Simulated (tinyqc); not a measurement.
Worked calculation: power iteration on a symmetric matrix. One step of it, computed by the program tinyqc.

Problem. Step 1. w = (A - shift) v; v' = w/|w| with its largest component positive (the first on a tie); lambda = v'^T A v'.

A, lower triangle:
```
           1          2         3
1   0.475000
2  -0.180000   1.125000
3  -0.308000  -0.024000  1.757000
```

vector v at the start: 0.577350  0.577350  0.577350

shift = 1.240000

Give: vector after step 1; Rayleigh quotient after step 1.

Solution.

vector after step 1: 0.9593  0.2442  -0.1416

Rayleigh quotient after step 1 = 0.5405
